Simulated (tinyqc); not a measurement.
Inside a calculation. Model: MOS structure on a p-type body with a doping step (retrograde), non-linear Poisson equation by Newton steps.

Computed by the program tinyqc: `OMP_NUM_THREADS=1 python tinyqc.py 2080008 2080009 out.jsonl`, one thread of a shared Intel Xeon 2.30GHz, about 0.5 s for the whole run. Printed values are rounded; ~0 in a residual or rate marks an entry under 1e-11 of the largest of its column.

One dimension, insulator interface at x = 0, acceptor density N1 for x < x1 and Na beyond, net doping C = -(acceptor density). psi is counted from the intrinsic level: n = ni exp((psi - Vb)/Vt), p = ni exp(-psi/Vt); deep in the body psi_b = -Vt ln(Na/ni). The gate acts through Cox = eps0 eox/tox and has the potential psi_G = Vg - (phiM - chi - Vt ln(Nc/ni)). Boltzmann statistics, full ionisation, classical densities, no oxide or interface charge. Acceptors in real wide-gap material are deep and only partly ionised in the neutral body.

Inputs (values chosen for the exercise); band and dielectric values close to those of 4H silicon carbide: temperature T = 300 K; band gap Eg = 3.24 eV; relative permittivity eps_r = 9.79; conduction-band density of states at T Nc = 1.69e19 cm^-3; valence-band density of states at T Nv = 2.5e19 cm^-3; electron affinity chi = 3.56 eV; acceptor density deep in the body Na = 1.9e17 cm^-3; relative permittivity of the gate insulator (close to silicon nitride) eox = 7.72; insulator thickness tox = 3.2 nm; gate work function phiM = 3.64 eV; electron quasi-Fermi potential against the body Vb = 1.1 V; depth of the doping step x1 = 61 nm; acceptor density above the step N1 = 9.5e15 cm^-3; gate voltage against the body Vg = 1.36 V.

Constants: q = 1.602176634e-19 C, kB = 1.380649e-23 J/K, Vt = kB T/q, eps0 = 8.8541878128e-14 F/cm where lengths are in cm. Results are converted to the units shown.

Range of the model: On a fine mesh the surface electron density exceeds 0.3 Nc, so degeneracy and confinement would lower the charge and push it away from the interface.

## Scales and end potentials

ni = sqrt(Nc Nv) exp(-Eg/(2 Vt)), Eg in volts; Cox, psi_G and psi_b as defined.

ni = 1.25346e-8 cm^-3
Cox = 2.13607 uF/cm^2
psi_G = 2.89494 V
psi_b = -1.49891 V

## Net doping on the mesh

| node | x (nm) |
|---|---|
| 0 | 0 |
| 1 | 0.5 |
| 2 | 1.39 |
| 3 | 2.96 |
| 4 | 5.76 |
| 5 | 10.7 |
| 6 | 19.5 |
| 7 | 35.1 |
| 8 | 62.9 |
| 9 | 112 |
| 10 | 199 |
| 11 | 354 |

C = -(N1 for x < x1 and Na beyond), taken at the nodes.

| node | net doping C (cm^-3) |
|---|---|
| 0 | -9.5e15 |
| 1 | -9.5e15 |
| 2 | -9.5e15 |
| 3 | -9.5e15 |
| 4 | -9.5e15 |
| 5 | -9.5e15 |
| 6 | -9.5e15 |
| 7 | -9.5e15 |
| 8 | -1.9e17 |
| 9 | -1.9e17 |
| 10 | -1.9e17 |
| 11 | -1.9e17 |

## Couplings between neighbouring nodes

a_i = eps0 eps_r/h_i for the interval from node i to i + 1, with h_i = x_(i+1) - x_i in cm.

| interval | coupling a_i (F/cm^2) |
|---|---|
| 0 | 1.73365e-5 |
| 1 | 9.73961e-6 |
| 2 | 5.52118e-6 |
| 3 | 3.09580e-6 |
| 4 | 1.75471e-6 |
| 5 | 9.85028e-7 |
| 6 | 5.55657e-7 |
| 7 | 3.11808e-7 |
| 8 | 1.76543e-7 |
| 9 | 9.96351e-8 |
| 10 | 5.59242e-8 |

## Starting potential

-Vt ln(-C_i/ni) on every node but the last, which holds psi_b.

| node | psi at the start (V) |
|---|---|
| 0 | -1.42147 |
| 1 | -1.42147 |
| 2 | -1.42147 |
| 3 | -1.42147 |
| 4 | -1.42147 |
| 5 | -1.42147 |
| 6 | -1.42147 |
| 7 | -1.42147 |
| 8 | -1.49891 |
| 9 | -1.49891 |
| 10 | -1.49891 |
| 11 | -1.49891 |

## Iteration 1: densities, residual and Jacobian diagonal

n_i = ni exp((psi_i - Vb)/Vt), p_i = ni exp(-psi_i/Vt), rho_i = p_i - n_i + C_i, g_i = (n_i + p_i)/Vt. Box widths w_i = (h_(i-1) + h_i)/2 in cm. Residual F_i = a_i (psi_(i+1) - psi_i) - a_(i-1) (psi_i - psi_(i-1)) + q rho_i w_i; Jacobian: a_(i-1) and a_i beside the diagonal, b_i = -a_(i-1) - a_i - q g_i w_i on it. Node 0 is free: w_0 = h_0/2, F_0 = a_0 (psi_1 - psi_0) + Cox (psi_G - psi_0) + q rho_0 w_0, b_0 = -a_0 - Cox - q g_0 w_0, with Cox = eps0 eox/tox, psi_G = Vg - (phiM - chi - Vt ln(Nc/ni)). The last node is fixed.

| node | n (cm^-3) | p (cm^-3) |
|---|---|---|
| 0 | 5.48671e-51 | 9.5e15 |
| 1 | 5.48671e-51 | 9.5e15 |
| 2 | 5.48671e-51 | 9.5e15 |
| 3 | 5.48671e-51 | 9.5e15 |
| 4 | 5.48671e-51 | 9.5e15 |
| 5 | 5.48671e-51 | 9.5e15 |
| 6 | 5.48671e-51 | 9.5e15 |
| 7 | 5.48671e-51 | 9.5e15 |
| 8 | 2.74336e-52 | 1.9e17 |
| 9 | 2.74336e-52 | 1.9e17 |
| 10 | 2.74336e-52 | 1.9e17 |
| 11 | 2.74336e-52 | 1.9e17 |

| node | residual F (C/cm^2) | diagonal b (F/cm^2) |
|---|---|---|
| 0 | 9.22016e-6 | -1.94740e-5 |
| 1 | ~0 | -2.70802e-5 |
| 2 | ~0 | -1.52680e-5 |
| 3 | ~0 | -8.62985e-6 |
| 4 | ~0 | -4.87330e-6 |
| 5 | ~0 | -2.78018e-6 |
| 6 | ~0 | -1.61251e-6 |
| 7 | -2.41481e-8 | -9.95226e-7 |
| 8 | 2.41481e-8 | -5.01593e-6 |
| 9 | ~0 | -8.28923e-6 |
| 10 | ~0 | -1.44036e-5 |

## Iteration 1: Newton step

Solve the tridiagonal system a_(i-1) d_(i-1) + b_i d_i + a_i d_(i+1) = -F_i for nodes 0 to 10, with d = 0 on fixed nodes. If the largest |d| exceeds 4 Vt, the whole step is scaled down so that it equals 4 Vt.

| node | Newton step d, before damping (V) |
|---|---|
| 0 | 3.86735 |
| 1 | 3.81234 |
| 2 | 3.71604 |
| 3 | 3.55104 |
| 4 | 3.27152 |
| 5 | 2.82084 |
| 6 | 2.13386 |
| 7 | 1.19186 |
| 8 | 0.07896 |
| 9 | 0.00168 |
| 10 | 0.00001 |

| node | psi after iteration 1 (V) |
|---|---|
| 0 | -1.31806 |
| 1 | -1.31953 |
| 2 | -1.32211 |
| 3 | -1.32652 |
| 4 | -1.33399 |
| 5 | -1.34604 |
| 6 | -1.36441 |
| 7 | -1.38960 |
| 8 | -1.49680 |
| 9 | -1.49887 |
| 10 | -1.49891 |
| 11 | -1.49891 |

## Iteration 2: densities, residual and Jacobian diagonal

As before.

| node | n (cm^-3) | p (cm^-3) |
|---|---|---|
| 0 | 2.99564e-49 | 1.73999e14 |
| 1 | 2.82998e-49 | 1.84184e14 |
| 2 | 2.56169e-49 | 2.03474e14 |
| 3 | 2.15977e-49 | 2.41339e14 |
| 4 | 1.61752e-49 | 3.22245e14 |
| 5 | 1.01487e-49 | 5.13600e14 |
| 6 | 4.98680e-50 | 1.04524e15 |
| 7 | 1.88228e-50 | 2.76919e15 |
| 8 | 2.97681e-52 | 1.75099e17 |
| 9 | 2.74813e-52 | 1.89670e17 |
| 10 | 2.74339e-52 | 1.89998e17 |
| 11 | 2.74336e-52 | 1.9e17 |

| node | residual F (C/cm^2) | diagonal b (F/cm^2) |
|---|---|---|
| 0 | 8.97374e-6 | -1.94726e-5 |
| 1 | 3.13384e-10 | -2.70762e-5 |
| 2 | 5.36355e-10 | -1.52609e-5 |
| 3 | 8.97361e-10 | -8.61731e-6 |
| 4 | 1.42410e-9 | -4.85128e-6 |
| 5 | 2.06169e-9 | -2.74192e-6 |
| 6 | 2.44571e-9 | -1.54859e-6 |
| 7 | -2.17710e-8 | -9.04706e-7 |
| 8 | 2.38824e-8 | -4.66085e-6 |
| 9 | 3.13256e-13 | -8.27530e-6 |
| 10 | ~0 | -1.44034e-5 |

## Iteration 2: Newton step

As before.

| node | Newton step d, before damping (V) |
|---|---|
| 0 | 3.92922 |
| 1 | 3.89573 |
| 2 | 3.83613 |
| 3 | 3.73099 |
| 4 | 3.54359 |
| 5 | 3.21371 |
| 6 | 2.63111 |
| 7 | 1.63133 |
| 8 | 0.11435 |
| 9 | 0.00244 |
| 10 | 0.00002 |

| node | psi after iteration 2 (V) |
|---|---|
| 0 | -1.21465 |
| 1 | -1.21700 |
| 2 | -1.22115 |
| 3 | -1.22833 |
| 4 | -1.24073 |
| 5 | -1.26146 |
| 6 | -1.29517 |
| 7 | -1.34667 |
| 8 | -1.49379 |
| 9 | -1.49880 |
| 10 | -1.49891 |
| 11 | -1.49891 |

## Course of the Newton iteration

Stop when the largest undamped |d| is below 1e-9 V, or after 12 iterations.

Course of the iteration:

| iteration | largest \|F\| (C/cm^2) | largest \|d\| (V) | at node |
|---|---|---|---|
| 1 | 9.22e-6 | 3.87 | 0 |
| 2 | 8.97e-6 | 3.93 | 0 |
| 3 | 8.74e-6 | 3.85 | 0 |
| 4 | 8.50e-6 | 3.75 | 0 |
| 5 | 8.27e-6 | 3.65 | 0 |
| 6 | 8.03e-6 | 3.54 | 0 |
| 7 | 7.80e-6 | 3.44 | 0 |
| 8 | 7.56e-6 | 3.34 | 0 |
| 9 | 7.33e-6 | 3.24 | 0 |
| 10 | 7.10e-6 | 3.15 | 0 |
| 11 | 6.86e-6 | 3.06 | 0 |
| 12 | 6.63e-6 | 2.97 | 0 |

Not converged within 12 iterations. Every late step is cut to 4 Vt = 0.103 V while the full step still asks for 2.97 V: the cap is too tight for the distance left. A rerun with the same steps from the parabola start converges in 7 iterations.
